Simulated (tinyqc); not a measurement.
Ballistic transport through the one-dimensional subbands of a rectangular nanowire or nanosheet channel: one step, computed by the program tinyqc. Command: `OMP_NUM_THREADS=1 python tinyqc.py 3028485 3028486 out.jsonl wire walk`. One thread of a shared host (Intel(R) Xeon(R) Processor @ 2.30GHz), about 0.03 s of CPU time with the checks.

Hard walls, parabolic subbands, transport along x. Energies are counted from the bulk conduction band edge at the top of the barrier, which the gate pulls down by U; the source Fermi level lies at the bulk edge when U = 0.

Question. Conductance, capacitance and scattering. Linear conductance G = (2 e^2/h) sum_i g f(eta_i), g = 2, f = 1/(1 + exp(-eta_i)), with the barrier frozen at the eta_i above; current per perimeter I/(2(a + b)); with scattering, transmission lambda/(lambda + L) and low-bias resistance (1 + L/lambda)/G.

Inputs (values chosen for the exercise, modelled on silicon):
```
quantity                                   value  unit
height a                                     3.1    nm
width b                                      3.6    nm
temperature T                                300     K
mean free path for back-scattering lambda    6.6    nm
channel length L                              19    nm
```

Valleys: silicon [100] wire.

Occupation:
```
subband      eta_i    n_i (1/nm)  I_i (microampere)
1          3.82663  4.203728e-01       1.541554e+01
2          2.08585  2.957627e-01       8.824981e+00
3         -1.19631  4.936134e-02       1.058148e+00
4         -1.63872  3.375150e-02       7.110764e-01
5         -2.90783  2.323185e-02       2.129449e-01
6         -7.84634  7.710906e-05       1.566787e-03
7         -9.56788  1.378951e-05       2.801719e-04
8        -14.87900  6.807371e-08       1.383085e-06
9        -16.53701  1.296930e-08       2.635032e-07
10       -19.90194  4.482750e-10       9.107811e-09
```

ballistic current I = 26.22454 microampere

Constants: e = 1.602176634e-19 C; h = 6.62607015e-34 J s.

Give: open modes sum g f; ballistic conductance; current per perimeter; transmission; low-bias resistance with scattering.

Answer.

open modes sum g f = 4.630

ballistic conductance = 358.8 microsiemens

current per perimeter = 1957 microampere/micrometre

transmission = 0.2578

low-bias resistance with scattering = 10.81 kiloohm

Even without scattering the wire has h/(2 e^2 M) = 2.79 kiloohm, which sits in the contacts.
